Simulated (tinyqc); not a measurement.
Effective-mass impurity with a central-cell term, in a basis of Slater functions: one step, computed by the program tinyqc.

The envelope obeys H = -nabla^2 - (2/r) [Z + A exp(-kappa r)] in effective units, with kappa = a*/lambda; positive A deepens the well near the core.

Problem. Generalised eigenproblem. (T + V + W) c = E S c with c^T S c = 1 and the largest component positive.

Impurity: donor, one isotropic band.

kinetic T (Ry*):
```
           1          2          3          4
1     0.1849  0.3409359  0.3790643  0.3106648
2  0.3409359   1.155625   2.130850   2.369152
3  0.3790643   2.130850   7.222656   13.31781
4  0.3106648   2.369152   13.31781   45.14160
```

Coulomb V (Ry*):
```
            1          2          3           4
1       -0.86  -1.110024  -1.022592  -0.7687147
2   -1.110024      -2.15  -2.775060   -2.556480
3   -1.022592  -2.775060     -5.375   -6.937650
4  -0.7687147  -2.556480  -6.937650    -13.4375
```

central cell W (Ry*):
```
              1            2            3           4
1  -0.005171027  -0.02001303  -0.07511091  -0.2622664
2   -0.02001303  -0.07747199   -0.2909150   -1.017033
3   -0.07511091   -0.2909150    -1.093818   -3.835248
4    -0.2622664    -1.017033    -3.835248   -13.53900
```

overlap S:
```
          1         2         3         4
1  1.000000  0.737557  0.328017  0.107531
2  0.737557  1.000000  0.737557  0.328017
3  0.328017  0.737557  1.000000  0.737557
4  0.107531  0.328017  0.737557  1.000000
```

Give: two lowest levels; coefficients of the lowest state; <T>; <W>.

Solution.

two lowest levels (Ry*): -1.1094  -0.2460

coefficients of the lowest state: -0.0248  1.0227  -0.0287  0.0488

<T> = 1.3792 Ry*

<W> = -0.18643 Ry*
